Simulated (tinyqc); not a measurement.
Donor binding, ionisation and the Mott limit: two steps of the calculation.

Hydrogenic donor: Ry = (m0 q^3/(8 eps0^2 h^2)) me/eps_r^2 in eV, E0 = cc Ry, radius a = q/(8 pi eps0 eps_r E0), Mott density Nm = (0.26/a)^3. Below Nm the level sinks as Ed = E0 [1 - (N/Nm)^(1/3)]. Neutrality: Nc F12(eta) = N/(1 + 2 exp(eta + Ed/kB T)), F12(x) = (2/sqrt(pi)) int_0^infinity sqrt(u)/(1 + exp(u - x)) du.

Values chosen for this exercise; band and dielectric values close to those of silicon:
- T = 200 K (temperature)
- eps_r = 11.8 (relative permittivity)
- me = 0.255 m0 (mass in the hydrogenic formula, set independently of Nc)
- Nc = 1.51e19 cm^-3 (conduction-band density of states at 200 K)
- cc = 1.1 (ratio of the true binding energy to the hydrogenic one)
- N = 2.7e16 cm^-3 (donor density)

Constants: q = 1.602176634e-19 C, kB = 1.380649e-23 J/K, eps0 = 8.8541878128e-12 F/m, h = 6.62607015e-34 J s, m0 = 9.1093837015e-31 kg, Vt = kB T/q. Results are converted to the units shown.

Task 1. Binding energy, radius and Mott density. The mean spacing of the donors is N^(-1/3).

Wanted: Ry; E0; a; Nm; spacing over a; Ed.

Result 1.

Ry = 24.92 meV
E0 = 27.41 meV
a = 2.226 nm
Nm = 1.593e18 cm^-3
spacing over a = 14.97
Ed = 20.37 meV

Task 2. Ionisation. Solve the neutrality equation for eta. Boltzmann form: with k = (Nc/2) exp(-Ed/kB T) the ionised share is [-k + sqrt(k^2 + 4 k N)]/(2 N).

Ed = 20.368525 meV

Wanted: eta; ionised share; n; ionised share, Boltzmann form.

Result 2.

eta = -6.3375
ionised share = 98.860 %
n = 2.6692e16 cm^-3
ionised share, Boltzmann form = 98.860 %

With the level held at E0 the share would be 98.3 %.

Range of the model: A sharp level with degeneracy 2 overstates freeze-out near Nm, where the impurity band broadens and merges with the conduction band.

Program tinyqc, `OMP_NUM_THREADS=1 python tinyqc.py 2330125 2330126 out.jsonl`; Intel Xeon 2.30GHz, shared host, one thread, about 0.01 s.
